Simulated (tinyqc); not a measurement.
Bias-temperature instability, empirical power law with universal recovery: effect of the time exponent at a fixed measured point.

Threshold-voltage shift at the end of a stress: dV = A (V/V0)^g exp[-(Ea q/kB)(1/T - 1/T0)] (t/1 s)^n. After a delay tr the permanent share pp stays and the rest falls by r = 1/(1 + B (tr/t)^be). An empirical model: its parameters are fits, not properties.

The lifetime solves dV = dc; ten years are 3.15576e8 s. A is rescaled so that the shift at ts, V0 and T0 stays the same.

Parameters, values chosen for the exercise:
```
symbol  value  unit                                  meaning
V0        1.9     V                 reference stress voltage
T0        373     K                    reference temperature
A          10    mV             shift after 1 s at V0 and T0
n        0.24                                  time exponent
g         5.9                               voltage exponent
Ea       0.07    eV  apparent activation energy of the shift
V        0.77     V                              use voltage
T         328     K                          use temperature
dc         50    mV                        failure criterion
ts        100     s                              stress time
```

Constants: q = 1.602176634e-19 C, kB = 1.380649e-23 J/K. Results are converted to the units shown.

Results:
```
nx	A (mV)	shift after ten years (mV)	lifetime (years)
0.1	19.05	0.4851	1.354e21
0.125	16.98	0.7051	6.391e15
0.15	15.14	1.025	1.798e12
0.2	12.02	2.166	6.551e7
0.225	10.72	3.149	2.172e6
0.25	9.550	4.578	1.423e5
0.275	8.511	6.655	1.530e4
0.3	7.586	9.674	2387
```

Estimate the missing row, nx = 0.175.

Computed row:
```
nx	A (mV)	shift after ten years (mV)	lifetime (years)
0.175	13.49	1.490	5.230e9
```

With this row back in the table: The ten-year shift rises from 0.485 to 9.67 mV and the lifetime falls from 1.35e21 to 2390 years: an error of 0.025 in the exponent changes the shift by a factor of 1.45 over the 6.50 decades from ts to ten years. In every row the lifetime is a formal extrapolation far beyond any test.

Numbers from tinyqc (`OMP_NUM_THREADS=1 python tinyqc.py 2070017 2070018 out.jsonl`; about 0.01 s on one thread of a shared Intel Xeon 2.30GHz).
